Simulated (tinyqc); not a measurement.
Band-to-band tunnelling across a p-n junction in a two-band chain: one step. Hopping, field and tunnelling length. Three cases, with inputs chosen for the exercise.

Question. Form t, V0, E, the field F = V0/((2N + 1) a/2) (1 V/angstrom = 100 MV/cm) and the length Eg/F over which E lies in the gap.

Sites alternate A at -Eg/2 and C at +Eg/2 with hopping -t; near the edges, with k counted from the zone boundary pi/a, E^2 = (Eg/2)^2 + (t a k)^2, so t = sqrt(c Eg/m)/a gives the mass m, c = hbar^2/2m0. In the gap cosh(q a) = 1 + (Eg^2/4 - e^2)/(2 t^2), e the energy from the local mid-gap. The potential is V0 = Eg + ov on the p side (left), 0 on the n side, and falls linearly over the 2N sites of the junction, V_j = V0 (1 - j/(2N + 1)), j = 1 to 2N, site 1 being A. E = Eg/2 + x ov. A half chain that ends on a site of level e1 with neighbour e2 has g = (1 + z)/(E - e1), z = exp(-/+ i k a) the root with Im g < 0, cos(k a) = (E - e1)(E - e2)/(2 t^2) - 1. S_L = t^2 g (ending on C, shifted by V0), S_R = t^2 g (starting on A). T = 4 Im(S_L) Im(S_R) |G_(1,2N)|^2.

Constants: hbar^2/2m0 = 3.80998211 eV angstrom^2.

Case 1.

Values chosen (gap and mass near those of GaAs; not measured data): Eg = 1.476 eV (gap); m = 0.0723 m0 (mass of electron and light hole); a = 4 angstrom (period (two sites)); ov = 0.13 eV (overlap: top of the valence band on the p side above the conduction edge on the n side); N = 5 (periods in the small junction); x = 0.72 (energy above the n-side conduction edge, as a share of ov).

Case 2.

Values chosen (gap and mass near those of InGaAs; not measured data): Eg = 0.787 eV (gap); m = 0.0414 m0 (mass of electron and light hole); a = 5 angstrom (period (two sites)); ov = 0.5 eV (overlap: top of the valence band on the p side above the conduction edge on the n side); N = 4 (periods in the small junction); x = 0.37 (energy above the n-side conduction edge, as a share of ov).

Case 3.

Values chosen (gap and mass near those of InAs; not measured data): Eg = 0.349 eV (gap); m = 0.0244 m0 (mass of electron and light hole); a = 5 angstrom (period (two sites)); ov = 0.11 eV (overlap: top of the valence band on the p side above the conduction edge on the n side); N = 4 (periods in the small junction); x = 0.24 (energy above the n-side conduction edge, as a share of ov).

Give: t; V0; E; F; tunnelling length.

Answer.

Case 1.

t = 2.2048 eV
V0 = 1.6060 eV
E = 0.8316 eV
F = 7.300 MV/cm
tunnelling length = 20.22 angstrom

So short a junction keeps the matrix small; its field is above the 1 to 3 MV/cm of tunnel diodes.

Case 2.

t = 1.7021 eV
V0 = 1.2870 eV
E = 0.5785 eV
F = 5.720 MV/cm
tunnelling length = 13.76 angstrom

So short a junction keeps the matrix small; its field is above the 1 to 3 MV/cm of tunnel diodes.

Case 3.

t = 1.4764 eV
V0 = 0.4590 eV
E = 0.2009 eV
F = 2.040 MV/cm
tunnelling length = 17.11 angstrom

So short a junction keeps the matrix small; its field is of the size of the 1 to 3 MV/cm of tunnel diodes.

Computed by tinyqc, one run a case: `OMP_NUM_THREADS=1 python tinyqc.py N N+1 out.jsonl` with N = 1481282, 1481907, 1481919; one thread of a shared Intel(R) Xeon(R) Processor @ 2.30GHz, about 0.01 s a run at most.
